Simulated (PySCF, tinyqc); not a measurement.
Inside a calculation. Method: RHF in the sto-3g basis, for H3+, spin multiplicity 1. The lowest restricted solution is unstable here: a spin-polarised one lies 0.0388 hartree lower (PySCF). Computed by tinyqc, a small Python program that keeps every step (integrals from PySCF). Settings: charge = 1, multiplicity = 1, basis = sto-3g, energy threshold = 1e-09, iteration cap = 81, orthogonalisation = symmetric, start = core, DIIS depth = 6, method = RHF. Command: `OMP_NUM_THREADS=1 python tinyqc.py 21240 21241 out.jsonl` (the two numbers bound the seeds that draw the settings). One thread of a shared host (Intel(R) Xeon(R) Processor @ 2.60GHz), about 0.05 s of CPU time with the checks. Later iterations appear only in the table of the cycle.

## One-electron integrals

Geometry (angstrom):

| atom | x | y | z |
|---|---|---|---|
| H | 0.000000 | 0.000000 | 0.000000 |
| H | 0.000000 | 0.000000 | 1.513000 |
| H | 0.000000 | 0.000000 | -1.513000 |

Basis sto-3g: exponents (1/bohr^2) and contraction coefficients of normalised primitives:

| element | l (shell) | exponent | coefficient |
|---|---|---|---|
| H | s (1) | 3.425251 | 0.154329 |
| H | s (1) | 0.623914 | 0.535328 |
| H | s (1) | 0.168855 | 0.444635 |

Overlap, kinetic and nuclear-attraction integrals over the contracted functions; the nuclear repulsion is the sum of Za Zb / Rab.

nuclear repulsion = 0.87438402 hartree

overlap S, lower triangle:
```
          1H 1s     2H 1s     3H 1s
1H 1s  1.000000
2H 1s  0.252043  1.000000
3H 1s  0.252043  0.017284  1.000000
```

kinetic energy T (hartree), lower triangle:
```
          1H 1s      2H 1s     3H 1s
1H 1s  0.760032
2H 1s  0.008558   0.760032
3H 1s  0.008558  -0.006416  0.760032
```

nuclear attraction V (hartree), lower triangle:
```
           1H 1s      2H 1s      3H 1s
1H 1s  -1.923443
2H 1s  -0.385460  -1.749905
3H 1s  -0.385460  -0.024280  -1.749905
```

core Hamiltonian H = T + V (hartree), lower triangle:
```
           1H 1s      2H 1s      3H 1s
1H 1s  -1.163412
2H 1s  -0.376901  -0.989873
3H 1s  -0.376901  -0.030696  -0.989873
```

## Two-electron integrals

Functions are numbered as in S; the eight-fold symmetry (ij|kl) = (ji|kl) = (kl|ij) leaves the list below.

Two-electron integrals (ij|kl) in chemists' order, unique and non-zero (hartree):
```
(11|11) 0.774606   (21|11) 0.134643   (21|21) 0.035953   (22|11) 0.343129
(22|21) 0.134643   (22|22) 0.774606   (31|11) 0.134643   (31|21) 0.022424
(31|22) 0.059897   (31|31) 0.035953   (32|11) 0.009414   (32|21) 0.001984
(32|22) 0.006148   (32|31) 0.001984   (32|32) 0.000138   (33|11) 0.343129
(33|21) 0.059897   (33|22) 0.174868   (33|31) 0.134643   (33|32) 0.006148
(33|33) 0.774606
```

## Orthogonalisation

S = U s U^T; symmetric (Loewdin) form X = U s^(-1/2) U^T, so that X^T S X = 1.

eigenvalues of S: 0.652095  0.982716  1.365189

X, lower triangle:
```
           1H 1s     2H 1s     3H 1s
1H 1s   1.051743
2H 1s  -0.135191  1.025614
3H 1s  -0.135191  0.016858  1.025614
```

## Starting guess

The start is the orbitals of the core Hamiltonian; D = 2 C_occ C_occ^T.

D at the start, lower triangle:
```
          1H 1s     2H 1s     3H 1s
1H 1s  1.272671
2H 1s  0.429254  0.144781
3H 1s  0.429254  0.144781  0.144781
```

## Iteration 1: building the Fock matrix

J_ij = sum D_kl (ij|kl), K_ij = sum D_kl (ik|jl); F = H + J - 0.5 K; E = tr D H + tr D J / 2 - 0.25 tr D K + E_nn.

Coulomb J (hartree), lower triangle:
```
          1H 1s     2H 1s     3H 1s
1H 1s  1.319085
2H 1s  0.250213  0.742951
3H 1s  0.250213  0.017207  0.742951
```

exchange K (hartree), lower triangle:
```
          1H 1s     2H 1s     3H 1s
1H 1s  1.233906
2H 1s  0.376485  0.277000
3H 1s  0.376485  0.108782  0.277000
```

Fock matrix F (hartree), lower triangle:
```
           1H 1s      2H 1s      3H 1s
1H 1s  -0.461279
2H 1s  -0.314931  -0.385423
3H 1s  -0.314931  -0.067880  -0.385423
```

total energy of this density = -0.96679674 hartree

## Iteration 1: diagonalisation and new density

Diagonalise F' = X^T F X, C = X C', fill 1 alpha and 1 beta electrons from the bottom; D = 2 C_occ C_occ^T. Each column has its largest component positive (the first on a tie).

F' = X^T F X (hartree), lower triangle:
```
           1          2          3
1  -0.347704
2  -0.227332  -0.327539
3  -0.227332  -0.004411  -0.327539
```

orbital energies (hartree): MO1 -0.661420, MO2 -0.323128, MO3 -0.018234

coefficients C:
```
            MO1        MO2        MO3
1H 1s  0.619222   0.000000   0.871367
2H 1s  0.418054   0.713298  -0.621998
3H 1s  0.418054  -0.713298  -0.621998
```

D after iteration 1, lower triangle:
```
          1H 1s     2H 1s     3H 1s
1H 1s  0.766872
2H 1s  0.517737  0.349539
3H 1s  0.517737  0.349539  0.349539
```

## Iteration 2: building the Fock matrix

As before.

Coulomb J (hartree), lower triangle:
```
          1H 1s     2H 1s     3H 1s
1H 1s  1.119316
2H 1s  0.233088  0.800753
3H 1s  0.233088  0.015722  0.800753
```

exchange K (hartree), lower triangle:
```
          1H 1s     2H 1s     3H 1s
1H 1s  0.913672
2H 1s  0.385388  0.444146
3H 1s  0.385388  0.146742  0.444146
```

Fock matrix F (hartree), lower triangle:
```
           1H 1s      2H 1s      3H 1s
1H 1s  -0.500931
2H 1s  -0.336508  -0.411193
3H 1s  -0.336508  -0.088345  -0.411193
```

total energy of this density = -1.03383775 hartree

## Iteration 2: DIIS over 2 matrices

error matrix X^T (FDS - SDF) X:
```
           1         2         3
1   0.000000  0.005022  0.005022
2  -0.005022  0.000000  0.000000
3  -0.005022  0.000000  0.000000
```

B (overlaps of the stored error matrices):
```
               1              2
1  1.5596194e-01  3.9665834e-03
2  3.9665834e-03  1.0088220e-04
```

Minimise |sum c_i e_i|^2 with sum c_i = 1: solve [B -1; -1 0][c; lambda] = [0; -1] with B_ij = tr e_i^T e_j, and take F = sum c_i F_i.

DIIS coefficients: -0.026097  1.026097

extrapolated F (hartree), lower triangle:
```
           1H 1s      2H 1s      3H 1s
1H 1s  -0.501966
2H 1s  -0.337071  -0.411866
3H 1s  -0.337071  -0.088879  -0.411866
```

## Iteration 2: diagonalisation and new density

As before.

F' = X^T F X (hartree), lower triangle:
```
           1          2          3
1  -0.381853
2  -0.239945  -0.350591
3  -0.239945  -0.021923  -0.350591
```

orbital energies (hartree): MO1 -0.716549, MO2 -0.328667, MO3 -0.037818

coefficients C:
```
            MO1        MO2        MO3
1H 1s  0.614535   0.000000   0.874679
2H 1s  0.421388   0.713298  -0.619744
3H 1s  0.421388  -0.713298  -0.619744
```

D after iteration 2, lower triangle:
```
          1H 1s     2H 1s     3H 1s
1H 1s  0.755307
2H 1s  0.517915  0.355135
3H 1s  0.517915  0.355135  0.355135
```

## Iteration 4 (converged): orbitals

converged F (hartree), lower triangle:
```
           1H 1s      2H 1s      3H 1s
1H 1s  -0.501743
2H 1s  -0.336746  -0.411728
3H 1s  -0.336746  -0.088787  -0.411728
```

As before.

F' = X^T F X (hartree), lower triangle:
```
           1          2          3
1  -0.381781
2  -0.239642  -0.350530
3  -0.239642  -0.021909  -0.350530
```

orbital energies (hartree): MO1 -0.716047, MO2 -0.328621, MO3 -0.038174

coefficients C:
```
            MO1        MO2        MO3
1H 1s  0.614545   0.000000   0.874672
2H 1s  0.421380   0.713298  -0.619749
3H 1s  0.421380  -0.713298  -0.619749
```

D after iteration 4, lower triangle:
```
          1H 1s     2H 1s     3H 1s
1H 1s  0.755332
2H 1s  0.517915  0.355123
3H 1s  0.517915  0.355123  0.355123
```

## Convergence

Stop when the energy changes by less than 1e-09 hartree and every element of the error matrix X^T (F D S - S D F) X is below 9e-06.

Course of the cycle:

| iteration | E (hartree) | change | largest element of the error matrix |
|---|---|---|---|
| 1 | -0.96679674 | - | 1.97e-01 |
| 2 | -1.03383775 | -6.70e-02 | 5.02e-03 |
| 3 | -1.03387579 | -3.80e-05 | 1.09e-05 |
| 4 | -1.03387579 | -1.37e-10 | 5.30e-06 |

PySCF RHF in the same basis = -1.03387579 hartree

Converged in 4 iterations.

## Populations, bond orders and dipole

Mulliken: Z minus the diagonal of D S on the atom; Loewdin: the same with S^(1/2) D S^(1/2); Mayer order: 2 sum_s sum (D(s) S)_ij (D(s) S)_ji over the two atoms.

Charges (e):

| atom | Mulliken | Loewdin |
|---|---|---|
| 1H | -0.016405 | -0.013782 |
| 2H | 0.508202 | 0.506891 |
| 3H | 0.508202 | 0.506891 |

Mayer bond orders:

| pair | order |
|---|---|
| 2-1 | 0.499865 |
| 3-1 | 0.499865 |
| 3-2 | 0.241865 |

dipole moment about the origin, x y z (debye): 0.000000  0.000000  0.000000
